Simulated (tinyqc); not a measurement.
# Landau-Devonshire theory of a uniaxial ferroelectric, step by step

A worked calculation. Computed by tinyqc, a small Python program that keeps every step. Command: `OMP_NUM_THREADS=1 python tinyqc.py 3028365 3028366 out.jsonl ferro walk`. One thread of a shared host (Intel(R) Xeon(R) Processor @ 2.30GHz), about 0.01 s of CPU time with the checks. Intermediate numbers are printed to about 7 digits and carried at full precision; extremes and crossings named in words are read from the listed rows.

G(P) = (alpha/2) P^2 + (beta*/4) P^4 + (gamma/6) P^6 - E P per volume, SI units, one domain, P along the polar axis.

Inputs (values chosen for the exercise, modelled on lead titanate):
```
quantity,value,unit
alpha_0,791000,J m/(C^2 K)
Curie-Weiss temperature T0,752,K
beta,-2.84e+08,J m^5/C^4
gamma,1.55e+09,J m^9/C^6
temperature T,544,K
applied field E,44,MV/m
film thickness d,4.7,nm
screening length lambda,0.0072,nm
background permittivity eps_b,10,-
gradient coefficient g,8.3e-10,J m^3/C^2
series capacitance C_d,3.6,microfarad/cm^2
start of Newton steps P0/Ps,1.3,-
```

Sample: free crystal.

Constants: eps_0 = 8.8541878128e-12 F/m.

## Coefficients at T

alpha = alpha_0 (T - T0*), T0* = T0, beta* = beta.

T0* = 752 K

alpha = -1.645280e+08 J m/C^2

beta* = -2.84e+08 J m^5/C^4

beta* < 0: the transition is of first order.

## Spontaneous polarisation, susceptibility, coercive field

Ps^2 = [-beta* + sqrt(beta*^2 - 4 alpha gamma)]/(2 gamma). chi = 1/(eps_0 G''), G'' = alpha + 3 beta* P^2 + 5 gamma P^4 at Ps. Ps, chi and the coercive field are for perfect screening, without a depolarising field. The intrinsic coercive field is |alpha P + beta* P^3 + gamma P^5| at the P_c where G'' = 0. 1 C/m^2 = 100 microcoulomb/cm^2.

spontaneous polarisation Ps = 65.57824 microcoulomb/cm^2

susceptibility chi = 125.1588

well depth G(Ps) = -27.96211 MJ/m^3

P_c = 45.90149 microcoulomb/cm^2

intrinsic coercive field = 71.40312 MV/m

P_c/Ps = 0.700, above the 0.577 of a quartic well, as the sixth-order term matters. Real switching runs by domain nucleation at far lower fields.

## Temperatures of the first-order transition

T_C = T0* + 3 beta*^2/(16 alpha_0 gamma); the polar phase survives up to T1 = T0* + beta*^2/(4 alpha_0 gamma); at T_C Ps^2 = -3 beta*/(4 gamma); latent heat = (1/2) alpha_0 T_C Ps^2.

transition temperature T_C = 764.3347 K

superheating limit T1 = 768.4463 K

jump of Ps = 37.07012 microcoulomb/cm^2

latent heat = 41.54110 MJ/m^3

Thermal hysteresis can span at most T1 - T0* = 16.4 K.

## Polarisation in the field by Newton steps

Solve G'(P) = alpha P + beta* P^3 + gamma P^5 - E = 0 by P(new) = P - G'/G'' from P0; stop when the step is below 1e-11 C/m^2 (G' under 1e-6 MV/m is shown as 0).

Newton steps:
```
step,P (microcoulomb/cm^2),G' (MV/m),G'' (MJ m/C^2)
1,85.25171,3.377582e+02,3309.933
2,75.04732,8.147088e+01,1813.960
3,70.55600,1.118399e+01,1331.936
4,69.71632,3.370922e-01,1252.163
5,69.68940,3.374476e-04,1249.656
6,69.68937,0,1249.654
```

P at the end of the steps = 69.68937 microcoulomb/cm^2

1/(eps_0 G'') there = 90.37775

The linear estimate Ps + eps_0 chi E gives 70.454; the field lowers chi by 27.8 %.

## The 180-degree wall

With the term (g/2) (dP/dx)^2, (g/2) P'^2 = G(P) - G(Ps) across the wall: energy = int_(-Ps)^(Ps) sqrt(2 g [G(P) - G(Ps)]) dP (40 Gauss-Legendre points); width = 2 Ps over the slope at P = 0, sqrt(2 |G(Ps)|/g). Elastic coupling inside the wall is left out.

wall energy = 201.3077 mJ/m^2

wall width = 5.052761 nm

## A capacitor with imperfect screening

Between shorted electrodes with screening length lambda each, the depolarising field is -k P, k = 2 lambda/(eps_0 (d + 2 lambda eps_b)), so alpha turns into alpha + k. The polar state is the lowest uniform state while alpha + k < 0 (beta* > 0) or < 3 beta*^2/(16 gamma) (beta* < 0); setting the equality gives the critical thickness d_c.

depolarising coefficient k = 3.357451e+08 J m/C^2

polarisation of the film = 0 microcoulomb/cm^2

size of the depolarising field = 0 MV/m

critical thickness d_c = 9.187561 nm

The film is thinner than d_c, so the uniform polar state is not the lowest one; a real film may break into domains or be non-polar.

## Thickness series

Domains are left out, though they can pre-empt both the loss of P and the state at P = 0. The second and third columns are for the shorted capacitor, polar only where it is the lowest uniform state: alpha + k < 0 (beta* > 0) or < 3 beta*^2/(16 gamma) (beta* < 0). The last column is another circuit, the film in series with C_d at P = 0: 1/C = (alpha d)/(1 + alpha eps_0 eps_b) + 1/C_d, and P = 0 is locally stable while 1/C > 0; a dash marks the rest.

Against thickness:
```
d (nm),P (microcoulomb/cm^2),depolarising field (MV/m),C of the stack / C_d
1,0.00000,0.00000,1.00605
2,0.00000,0.00000,1.01217
3,0.00000,0.00000,1.01836
5,0.00000,0.00000,1.03098
8,0.00000,0.00000,1.05051
15,55.16741,59.24556,1.09909
30,61.15400,32.99421,1.21998
60,63.49901,17.17072,1.56405
150,64.77373,7.01624,10.16107
```

The polar state appears between 8 and 15 nm (d_c = 9.19 nm), and at 150 nm P is 98.8 % of Ps. The stack exceeds C_d wherever it is stable, up to 10.2 times: the ferroelectric held at P = 0 acts as a negative capacitance.

Checks made by the program: Ps against a numerical root of G'(P)/P (relative difference below 1e-10).
